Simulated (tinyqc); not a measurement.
Out-diffusion of a doped substrate or buried layer into a growing epitaxial film: one step, computed by the program tinyqc. Command: `OMP_NUM_THREADS=1 python tinyqc.py 3006335 3006336 out.jsonl buried walk`. One thread of a shared host (Intel(R) Xeon(R) Processor @ 2.30GHz), about 0.01 s of CPU time with the checks.

x is counted from the original substrate surface into the film, whose surface moves as x = v t. Substrate dopant has one diffusivity; the dopant of the film is taken as uniform.

Question. Scales. D = D0 exp(-E/(k_B T)); growth time t = d/v; l = 2 sqrt(D t); growth number G = v t/l = d/l; 1 um = 1e-4 cm. Temperatures in kelvin are T(C) + 273.15.

Inputs (values chosen for the exercise, modelled on arsenic in silicon): prefactor D0 = 10.5 cm^2/s; activation energy E = 4 eV; growth rate v = 0.085 um/min; film thickness d = 2 um; growth temperature T = 1125 C.

Film doping: same type as the substrate.

Constants: k_B = 8.617333262e-05 eV/K.

Give: diffusivity D; growth time t; length l; growth number G.

Answer.

diffusivity D = 4.007e-14 cm^2/s

growth time t = 23.53 min

length l = 0.1504 um

growth number G = 13.30

The surface outruns diffusion, so the film acts as an infinite medium.
